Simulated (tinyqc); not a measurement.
# Crystallisation kinetics and data retention of a phase-change cell: kissinger analysis

Johnson-Mehl-Avrami-Kolmogorov law X = 1 - exp(-y^n), y = integral of k dt, k = (1/100 s) exp[-(Ec q/kB)(1/T - 1/T1)].

Tp is the temperature of the largest dX/dt on a ramp of rate b (b in K/min in the logarithm).

Inputs (values chosen for the exercise); values of the order of Ge-Sb-Te and related chalcogenides: activation energy of crystallisation Ec = 2.16 eV; temperature at which the rate k is 1/(100 s) T1 = 439 K; Avrami exponent n = 4.

Constants: q = 1.602176634e-19 C, kB = 1.380649e-23 J/K. Results are converted to the units shown.

Result of one run:
```
Tp (K)  q/kB Tp (1/eV)  ln(b/Tp^2)  X at the peak
450.4            25.76      -9.225         0.6290
```

Which heating rate b gave this result: 2, 10, 20 or 50 K/min?

b = 20 K/min.

The whole series:
```
b (K/min)  Tp (K)  q/kB Tp (1/eV)  ln(b/Tp^2)  X at the peak
0.5         423.3           27.41      -12.79         0.6291
1           428.1           27.10      -12.12         0.6291
2           433.1           26.79      -11.45         0.6291
5           439.8           26.38      -10.56         0.6290
10          445.1           26.07      -9.894         0.6290
20          450.4           25.76      -9.225         0.6290
50          457.7           25.35      -8.340         0.6289
100         463.4           25.04      -7.672         0.6289
```

Tp rises from 423 to 463 K. The slope of ln(b/Tp^2) against q/kB Tp between the end rows is -2.159 eV, against Ec = 2.16 eV, and X at the peak stays near 1 - 1/e = 0.632 (0.629 to 0.629).

Range of the model: One Arrhenius rate is assumed; incubation, growth from the boundary and the non-Arrhenius kinetics of the supercooled liquid are left out.

Computed by the program tinyqc: `OMP_NUM_THREADS=1 python tinyqc.py 2490031 2490032 out.jsonl`, one thread of a shared Intel Xeon 2.30GHz, about 0.02 s for the whole run.
